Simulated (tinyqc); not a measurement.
From results back to parameters: effective work function and flat-band voltage of a metal/high-k/SiO2/Si stack with a dipole layer. Five cases, with inputs chosen for the exercise.

Problem. Three stacks with (t1, t2) = (8, 20), (30, 20) and (8, 60) angstrom have the flat-band voltages below. VFB = W0 - (chi + dEF) - 4 pi e2 [Q1 EOT + Q2 x2]/3.9 with x2 = t2 3.9/eps2, EOT = t1 + x2, e2 = e^2/4 pi eps0, 1 cm^-2 = 1e-16 angstrom^-2; W0 is the work function with the dipole step.

Constants: e^2/(4 pi eps0) = 14.39964547 eV angstrom.

Case 1.

Values chosen (out of a larger set: a stack on Si capped with an aluminium-like oxide; not measured data): chi = 4.046 eV (electron affinity of the channel); dEF = 0.738 eV (Ec - EF in the channel); eps = (3.9, 24.8) (their dielectric constants).

VFB (V): -0.1355358  -0.1069548  -0.1355358

Case 2.

Values chosen (out of a larger set: a stack on Si capped with a magnesium-like oxide; not measured data): chi = 4.049 eV (electron affinity of the channel); dEF = 0.684 eV (Ec - EF in the channel); eps = (3.9, 25.5) (their dielectric constants).

VFB (V): -0.1989388  -0.2428310  -0.2000741

Case 3.

Values chosen (out of a larger set: a stack on Si capped with an aluminium-like oxide; not measured data): chi = 4.056 eV (electron affinity of the channel); dEF = 0.67 eV (Ec - EF in the channel); eps = (3.9, 16.6) (their dielectric constants).

VFB (V): 0.1424740  0.1292043  0.1315733

Case 4.

Values chosen (out of a larger set: a stack on Si capped with a titanium-like oxide; not measured data): chi = 4.045 eV (electron affinity of the channel); dEF = 0.423 eV (Ec - EF in the channel); eps = (3.9, 24.9) (their dielectric constants).

VFB (V): 0.4889666  0.4318046  0.4779206

Case 5.

Values chosen (out of a larger set: a stack on Si capped with an aluminium-like oxide; not measured data): chi = 4.039 eV (electron affinity of the channel); dEF = 0.849 eV (Ec - EF in the channel); eps = (3.9, 27.1) (their dielectric constants).

VFB (V): 0.1758899  0.0778978  0.1446407

Find: Q1; Q2; W0.

Solution. The first two stacks differ in t1 alone and give Q1; the first and third give Q1 + Q2; W0 follows from any of them.

Case 1.

Q1 = -2.8e+11 e/cm^2
Q2 = 2.8e+11 e/cm^2
W0 = 4.638 eV

Case 2.

Q1 = 4.3e+11 e/cm^2
Q2 = -3.9e+11 e/cm^2
W0 = 4.551 eV

Case 3.

Q1 = 1.3e+11 e/cm^2
Q2 = 1.2e+11 e/cm^2
W0 = 4.879 eV

Case 4.

Q1 = 5.6e+11 e/cm^2
Q2 = -1.8e+11 e/cm^2
W0 = 4.983 eV

Case 5.

Q1 = 9.6e+11 e/cm^2
Q2 = 2.1e+11 e/cm^2
W0 = 5.115 eV

Computed by tinyqc, one run a case: `OMP_NUM_THREADS=1 python tinyqc.py N N+1 out.jsonl` with N = 1850223, 1850236, 1850242, 1850255, 1850261; one thread of a shared Intel(R) Xeon(R) Processor @ 2.30GHz, about 0.01 s a run at most.
